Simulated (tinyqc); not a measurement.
# MOS structure on a p-type body with a doping step, non-linear Poisson equation by Newton steps: what changes with what

One dimension, insulator interface at x = 0, acceptor density N1 for x < x1 and Na beyond, net doping C = -(acceptor density). psi is counted from the intrinsic level: n = ni exp((psi - Vb)/Vt), p = ni exp(-psi/Vt); deep in the body psi_b = -Vt ln(Na/ni). The gate acts through Cox = eps0 eox/tox and has the potential psi_G = Vg - (phiM - chi - Vt ln(Nc/ni)). Boltzmann statistics, full ionisation, classical densities, no oxide or interface charge.

Inputs (values chosen for the exercise); band and dielectric values those of a made-up semiconductor: temperature T = 300 K; band gap Eg = 1.2 eV; relative permittivity eps_r = 8.87; conduction-band density of states at T Nc = 3.51e19 cm^-3; valence-band density of states at T Nv = 3.21e19 cm^-3; electron affinity chi = 4.26 eV; acceptor density deep in the body Na = 1.4e18 cm^-3; relative permittivity of the gate insulator (close to silicon dioxide) eox = 3.9; insulator thickness tox = 7.8 nm; gate work function phiM = 4.49 eV; electron quasi-Fermi potential against the body Vb = 0.5 V; depth of the doping step x1 = 9.3 nm; acceptor density above the step N1 = 7e18 cm^-3.

Constants: q = 1.602176634e-19 C, kB = 1.380649e-23 J/K, Vt = kB T/q, eps0 = 8.8541878128e-14 F/cm where lengths are in cm. Results are converted to the units shown.

Each table varies one quantity; the others keep the values above.

## Charge and capacitance against gate voltage

ni = sqrt(Nc Nv) exp(-Eg/(2 Vt)), Eg in volts. The Poisson equation d/dx(eps0 eps_r dpsi/dx) = -q (p - n + C), with eps0 eps_r dpsi/dx = -Cox (psi_G - psi_0) at x = 0, is solved on a mesh of about 600 nodes or more. N_inv is the integral of n less its value deep in the body. C_LF = Cox (1 - dpsi_0/dVg) with all carriers following; C_HF is the same with the electron quasi-Fermi level shifting uniformly so that N_inv stays fixed. The centroid is that of the same excess.

Results:
```
Vg (V)  psi_0 - psi_b (V)  N_inv (cm^-2)  C_LF/Cox  C_HF/Cox  centroid (nm)
3.6                  1.37         3.27e7     0.421     0.421          0.151
3.74                 1.45         7.56e8     0.414     0.410          0.148
3.87                 1.53        1.33e10     0.460     0.401          0.145
4.01                 1.58        1.29e11     0.708     0.394          0.143
4.14                 1.61        3.65e11     0.849     0.391          0.141
4.41                 1.64        9.93e11     0.932     0.388          0.138
4.54                 1.65        1.32e12     0.947     0.388          0.137
4.68                 1.65        1.68e12     0.957     0.387          0.135
```

Estimate the missing row, Vg = 4.27 V.

Computed row:
```
Vg (V)  psi_0 - psi_b (V)  N_inv (cm^-2)  C_LF/Cox  C_HF/Cox  centroid (nm)
4.27                 1.63        6.55e11     0.904     0.389          0.140
```

With this row back in the table: N_inv goes from 3.27e7 to 1.68e12 cm^-2 and passes 2e11 cm^-2 at Vg = 4.05 V. Below threshold it takes 103 mV a decade between Vg = 3.6 and 3.74 V, against Vt ln 10 = 59.5 mV. C_LF/Cox is lowest, 0.414, at Vg = 3.74 V among the rows listed and ends at 0.957, while C_HF/Cox ends at 0.387. Between the last two rows q dN_inv/dVg is 0.926 Cox. Where the classical centroid is under about 2 nm, confinement would move the charge away from the interface and raise the threshold.

## Effect of the depth of the doping step on threshold, swing and body effect

VT is the Vg at which N_inv = 2e11 cm^-2. m = 1/(dpsi_0/dVg) at N_inv = 1e8 cm^-2; the swing is the Vg between N_inv = 1e8 and 1e9 cm^-2; body coefficient [VT(Vb + 0.05 V) - VT(Vb)]/0.05 V - 1.

Results:
```
x1 (nm)  VT (V)  psi_0 - psi_b at VT (V)  m - 1  swing (mV/decade)  body coefficient
2.3        2.89                     1.58  0.583               94.8             0.549
3.4        3.10                     1.59  0.590               95.2             0.554
5          3.38                     1.59  0.608               96.1             0.567
11         4.27                     1.60  0.813                108             0.714
16         4.58                     1.60   1.24                134              1.13
23         4.59                     1.60   1.26                135              1.19
```

Estimate the missing row, x1 = 7.4 nm.

Computed row:
```
x1 (nm)  VT (V)  psi_0 - psi_b at VT (V)  m - 1  swing (mV/decade)  body coefficient
7.4        3.78                     1.59  0.653               98.7             0.601
```

With this row back in the table: As x1 goes from 2.3 to 23, VT rises from 2.89 to 4.59 V, the swing rises from 94.8 to 135 mV/decade and the body coefficient rises from 0.549 to 1.19. The swing stays within 0.64 % of m Vt ln 10, and the body coefficient within 0.10 of m - 1.

tinyqc, about 0.5 s, one thread, Intel Xeon 2.30GHz (shared host): `OMP_NUM_THREADS=1 python tinyqc.py 2080025 2080026 out.jsonl`
